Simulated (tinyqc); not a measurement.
## Arrhenius plot from several rate windows

Emission rate en = sn vth(T) Nc(T) exp(-Et/kB T) = sn g T^2 exp(-Et/kB T), g = vth Nc/(300 K)^2, as vth goes as T^0.5 and Nc as T^1.5 (degeneracy factor 1). Here the cross-section is thermally activated, sn exp(-Eb/kB T) with Eb = 0.07 eV. Each window ew gives the temperature where en = ew.

Values chosen for this exercise; material values close to those of germanium:

| symbol | value | unit | meaning |
|---|---|---|---|
| Nc | 1.05e19 | cm^-3 | conduction-band density of states at 300 K |
| vth | 3.3e7 | cm/s | thermal velocity at 300 K |
| Et | 0.26 | eV | depth of the trap below the conduction edge |
| sn | 1.6e-15 | cm^2 | capture cross-section |

Constants: q = 1.602176634e-19 C, kB = 1.380649e-23 J/K. Results are converted to the units shown.

Results:
```
ew (1/s)	T peak (K)	q/kB T (1/eV)	ln(ew/T^2)	ln ew
1.7	152.2	76.22	-9.520	0.5306
5.1	158.7	73.14	-8.504	1.629
15	165.5	70.13	-7.510	2.708
47	173.3	66.95	-6.460	3.850
430	190.8	60.82	-4.439	6.064
1300	200.8	57.78	-3.435	7.170
3900	211.8	54.78	-2.443	8.269
```

Estimate the missing row, ew = 140 1/s.

Computed row:
```
ew (1/s)	T peak (K)	q/kB T (1/eV)	ln(ew/T^2)	ln ew
140	181.5	63.92	-5.461	4.942
```

With this row back in the table: The peak rises from 152 to 212 K. ln(ew/T^2) against q/kB T is a straight line of slope -0.3300 eV, which is Et + Eb and not Et = 0.26 eV: a capture barrier adds to the activation energy. Its intercept gives sn = 1.60e-15 cm^2. Leaving out the T^2 gives 0.3608 eV, too high by about 2 kB T.

tinyqc, about 0.01 s, one thread, Intel Xeon 2.30GHz (shared host): `OMP_NUM_THREADS=1 python tinyqc.py 2050013 2050014 out.jsonl`
